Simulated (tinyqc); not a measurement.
What each parameter does: valley splitting of a silicon quantum well in envelope theory.

The well lies at 0 < z < L; U(z) = V0 [1/(1 + exp(z/w)) + 1/(1 + exp((L - z)/w))] - e F z, 1 mV/nm = 1e-4 eV/angstrom. The envelope psi solves -(c/ml) psi'' + U psi = E psi, c = hbar^2/2m0, by three-point differences on a grid of 0.1 angstrom from -40 to L + 40 angstrom. The two valleys at +/- k0 couple through D = C0 times the integral of exp(-i q z) U(z) psi^2, q = 2 k0 (2 pi/a), and split by Ev = 2|D|.

Random alloy: with Y(z) = Yw + (Yb - Yw) B(z), B the bracket in U, and in-plane density exp(-r^2/ad^2)/(pi ad^2), D gains a random complex part of variance sigma^2 = (C0^2/pi)(a^2 V0/(8 ad (Yb - Yw)))^2 (4/a) times the integral of psi^4 Y (1 - Y). Alone it gives a mean splitting sqrt(pi) sigma; together with the smooth part the rms splitting is 2 sqrt(|D|^2 + sigma^2).

Constants: hbar^2/2m0 = 3.80998211 eV angstrom^2.

Values chosen for the exercise (near those of a strained Si well in SiGe; the results hold for these values, not for the real material):
```
symbol  value  unit      meaning
L       48     angstrom  well width
V0      0.15   eV        conduction offset
ml      0.913  m0        mass along z
w       1.1    angstrom  interface width parameter
F       1.1    mV/nm     field pressing towards the upper interface
k0      0.849  2 pi/a    valley position
a       5.431  angstrom  lattice constant
C0      0.26             Bloch overlap factor
Yb      0.23             Ge share of the barrier
Yw      0.02             Ge share of the well
ad      170    angstrom  dot radius
```

Orbital spacing, psi^2 at z = L, the smooth splitting and sigma; V0 is held fixed when Yw changes.

One parameter was then changed.

Results before and after:
```
case     E2 - E1 (meV)  psi^2(L) (1e-3/angstrom)  2|D| (micro-eV)  sigma (micro-eV)
base             36.21                     2.851             3.33              44.1
changed          35.68                     2.953            13.64              43.9
```

Which of these changes was made? (a) w = 0.77 angstrom; (b) C0 = 0.312; (c) Yw = 0.05; (d) V0 = 0.188 eV; (e) ad = 210 angstrom; (f) F = 1.65 mV/nm; (g) L = 54 angstrom; (h) k0 = 0.829 2 pi/a.

Answer: (a) w = 0.77 angstrom. Of the candidates, run in turn, only this one gives the changed row.

All candidates:
```
case               E2 - E1 (meV)  psi^2(L) (1e-3/angstrom)  2|D| (micro-eV)  sigma (micro-eV)
base                       36.21                     2.851             3.33              44.1
ad = 210 angstrom          36.21                     2.851             3.33              35.7
Yw = 0.05                  36.21                     2.851             3.33              79.8
L = 54 angstrom            30.03                     2.208             2.67              42.0
V0 = 0.188 eV              38.16                     2.340             3.73              55.9
w = 0.77 angstrom          35.68                     2.953            13.64              43.9
F = 1.65 mV/nm             36.26                     3.036             3.36              44.2
k0 = 0.829 2 pi/a          36.21                     2.851             3.15              44.1
C0 = 0.312                 36.21                     2.851             3.99              53.0
```

Run: tinyqc, `OMP_NUM_THREADS=1 python tinyqc.py 1251725 1251726 out.jsonl`; Intel(R) Xeon(R) Processor @ 2.30GHz, one thread, shared host; about 0.1 s of CPU time with all checks.
